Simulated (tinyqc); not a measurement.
Rapid thermal processing of a wafer: radiative balance, ramp and cooling, pattern effects, pyrometer error and spike budget: one step, computed by the program tinyqc.

The wafer is opaque and uniform through its thickness unless said otherwise; temperatures in formulas are in kelvin (C + 273.15). sigma = 5.670374419e-12 W/(cm^2 K^4).

Problem. Pattern effect. At steady state a sinusoidal change of absorbed power of relative amplitude a and period p gives the temperature amplitude a q/(dq/dT + k d (2 pi/p)^2); healing length l = sqrt(k d/(dq/dT)); process change = E_a dT/(k_B T^2). Emissivity is taken as unchanged.

Inputs (values chosen for the exercise, modelled on a hot silicon wafer):
```
quantity                                        value        unit
wafer thickness d                                 775  micrometre
thermal conductivity k                           0.23    W/(cm K)
wall temperature T_w                              300           K
process temperature                               862           C
relative change of absorptivity over a pattern     14           %
period of the pattern                              38          mm
activation energy of the process E_a             1.24          eV
```

dq/dT = 19.82731 mW/(cm^2 K)

holding power q = 7.257534 W/cm^2

Constants: k_B = 8.617333262e-05 eV/K.

Give: healing length l; amplitude without lateral conduction; amplitude; change of the process rate.

Solution.

healing length l = 9.4816 mm

amplitude without lateral conduction = 51.245 K

amplitude = 14.820 K

change of the process rate = 16.550 %

Lateral conduction cuts the amplitude to 29 %, since p/(2 pi l) = 0.64.
